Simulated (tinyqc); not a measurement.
Segment and feed resistance from two drops.

Question. A rail is fed at one end through Rq; K loads of Ij follow, each after a segment Rs. The drop at load j is K Ij Rq + Rs Ij sum_(l=1..j) (K - l + 1). Find Rs, Rq and the worst drop, at the middle, if the rail were fed through Rq at both ends: K Ij Rq/2 + Rs Ij K^2/8 with the load taken as continuous.

Inputs (values chosen for the exercise):
- K = 7 (number of equal loads)
- Ij = 2.9 mA (current of each load)

drops at the first and at the last load (mV): [28.826000, 84.854000]

Solution. The difference of the two drops is Rs Ij K (K - 1)/2, which gives Rs; the first drop then gives Rq.

Rs = 0.9200 ohm
Rq = 0.5000 ohm
drop at the middle with two feeds = 21.42 mV

Computed by the program tinyqc: `OMP_NUM_THREADS=1 python tinyqc.py 2770203 2770204 out.jsonl`, one thread of a shared Intel Xeon 2.30GHz, about 0.1 s for the whole run.
